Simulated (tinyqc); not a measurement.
Two-band k.p model of the Delta valleys near the X point under shear strain: sweeps and comparisons. A value that a table varies takes the place of the one given here.

Valley pair on the [001] axis, kz counted from the X point, c = hbar^2/2m0, k0 = kx0 2 pi/a. H = (c kz^2/ml + c (kx^2 + ky^2)/mt + c k0^2/ml) 1 + (2 c k0 kz/ml) sigma_z + (D exy - 2 c kx ky/Mp) sigma_x, so E = c kz^2/ml + c (kx^2 + ky^2)/mt + c k0^2/ml -/+ sqrt((2 c k0 kz/ml)^2 + (D exy - 2 c kx ky/Mp)^2). Without strain the lower band has its minima, E = 0, at kz = +/- k0. Shifts from diagonal strain are left out.

For |eta| < 1: k_min = k0 sqrt(1 - eta^2), E_min = -Delta eta^2/2, ml(eta) = ml/(1 - eta^2), 1/m[110] = 1/mt + eta/Mp, 1/m[1-10] = 1/mt - eta/Mp. For |eta| > 1 the minimum sits at X: E_min = -Delta (2 |eta| - 1)/2, ml(eta) = ml/(1 - 1/|eta|), and eta is replaced by its sign in the transverse masses. Here Delta = 2 c k0^2/ml and eta = D exy/Delta.

s11 = (C11 + C12)/((C11 - C12)(C11 + 2 C12)), s12 = -C12/((C11 - C12)(C11 + 2 C12)), s44 = 1/C44; exx = s11 sxx + s12 (syy + szz) and cyclic, exy = s44 sxy/2; tension is positive. A uniaxial stress X along the unit vector n is s_ij = X n_i n_j.

Constants: hbar^2/2m0 = 3.80998211 eV angstrom^2; kB = 8.617333262e-05 eV/K.

Values chosen for the exercise (near those of Si; the results hold for these values, not for the real material):
```
symbol  value  unit      meaning
a       5.42   angstrom  lattice constant
ml      0.927  m0        longitudinal mass
mt      0.195  m0        transverse mass
kx0     0.145  2 pi/a    distance of the minimum from X
D       14.3   eV        shear deformation potential
Mp      0.235  m0        coupling mass
C11     167.1  GPa
C12     63.4   GPa
C44     80.5   GPa
Xu      9.04   eV        uniaxial potential
T       400    K         temperature
exy     0.029            shear strain
```

## Sweep of the shear strain

Delta = 2 c k0^2/ml, eta = D exy/Delta.

The minimum:
```
exy       eta  k_min/k0  E_min (meV)  ml(eta)  m[110]  m[1-10]  density-of-states mass
0.0000  0.000     1.000          0.0    0.927  0.1950   0.1950                   0.328
0.0016  0.099     0.995         -1.1    0.936  0.1803   0.2124                   0.330
0.0041  0.252     0.968         -7.4    0.990  0.1612   0.2467                   0.340
0.0081  0.499     0.867        -28.9    1.234  0.1379   0.3327                   0.384
0.0122  0.751     0.660        -65.5    2.127  0.1201   0.5176                   0.510
0.0146  0.899     0.438        -93.8    4.829  0.1117   0.7674                   0.745
0.0195  1.201     0.000       -162.7    5.548  0.1066   1.1456                   0.878
0.0260  1.601     0.000       -255.7    2.470  0.1066   1.1456                   0.671
```

How do the results move?

The valleys reach X at eta = 1, that is exy = 0.0162. The shift is quadratic up to eta = 1 (-7.4 meV at eta = 0.25, -28.9 meV at 0.50) and linear beyond, while 1/m[110] rises linearly, taking m[110] from 0.195 to its floor 0.1066, a gain of 83 % in 1/m. ml(eta) diverges at eta = 1; the largest value listed is 5.55. A deformation-potential model with fixed masses misses all of this.

## Tension along [110]: repopulation and mass change

The z valleys move against the x and y valleys by Xu (ezz - exx) and, through the shear, by E_min. Share of the z valleys n = w/(w + 2 exp(dE/kT)), dE the total relative shift, w = sqrt(ml(eta) m[110] m[1-10]/(ml mt^2)). Along [110]: 1/m_c = n/m[110] + (1 - n)(1/ml + 1/mt)/2. Fixed masses means E_min = 0, w = 1, m[110] = mt. Gains are against 3/(1/ml + 2/mt) at a fixed scattering time.

Results:
```
X (GPa)  Xu (ezz - exx) (meV)  E_min (meV)  m[110]  m_c fixed masses  m_c with shear  gain fixed (%)  gain with shear (%)
0.00                      0.0          0.0  0.1950            0.2647          0.2647             0.0                  0.0
0.25                    -10.9         -0.3  0.1876            0.2546          0.2491             3.9                  6.3
0.50                    -21.8         -1.1  0.1807            0.2448          0.2323             8.1                 14.0
1.00                    -43.6         -4.2  0.1683            0.2274          0.1994            16.4                 32.8
1.50                    -65.4         -9.6  0.1575            0.2146          0.1730            23.4                 53.0
2.00                    -87.2        -17.0  0.1480            0.2062          0.1546            28.4                 71.2
3.00                   -130.8        -38.2  0.1321            0.1984          0.1329            33.4                 99.1
```

What does this show, and why?

At 1 GPa repopulation alone gives 16.4 % and the shear terms raise it to 32.8 %. From 2 to 3 GPa the fixed-mass gain grows by 5.1 points, towards its ceiling of 35.7 % when all electrons sit in the z valleys, whereas the gain with shear grows by 27.9 points because m[110] keeps falling.

## What each parameter does

Delta = 2 c k0^2/ml, eta = D exy/Delta. Each row changes one parameter from the base and keeps the others.

Results:
```
case                     eta  E_min (meV)  ml(eta) (m0)  m[110] (m0)  m[1-10] (m0)
base                  1.7855      -298.57        2.1071       0.1066        1.1456
ml = 0.99189 m0       1.9105      -306.17        2.0813       0.1066        1.1456
mt = 0.18135 m0       1.7855      -298.57        2.1071       0.1024        0.7944
kx0 = 0.15515 2 pi/a  1.5595      -281.74        2.5837       0.1066        1.1456
D = 15.301 eV         1.9105      -327.60        1.9451       0.1066        1.1456
Mp = 0.21855 m0       1.7855      -298.57        2.1071       0.1031        1.8096
exy = 0.03103         1.9105      -327.60        1.9451       0.1066        1.1456
```

What can be read from the table?

The largest shifts from the base row, up to three for each result and ties (the steps differ in size, so this ranks the rows, not the parameters). eta: kx0 -0.2260, ml +0.1250, D +0.1250, exy +0.1250; unchanged at the printed digits by mt and Mp. E_min (meV): D -29.03, exy -29.03, kx0 +16.83; unchanged at the printed digits by mt and Mp. ml(eta) (m0): kx0 +0.4766, D -0.1620, exy -0.1620; unchanged at the printed digits by mt and Mp. m[110] (m0): mt -0.0042, Mp -0.0035; unchanged at the printed digits by ml, kx0, D and exy. m[1-10] (m0): Mp +0.6640, mt -0.3513; unchanged at the printed digits by ml, kx0, D and exy.

Program tinyqc; command `OMP_NUM_THREADS=1 python tinyqc.py 1051318 1051319 out.jsonl`; about 0.01 s on one thread of a shared Intel(R) Xeon(R) Processor @ 2.30GHz.
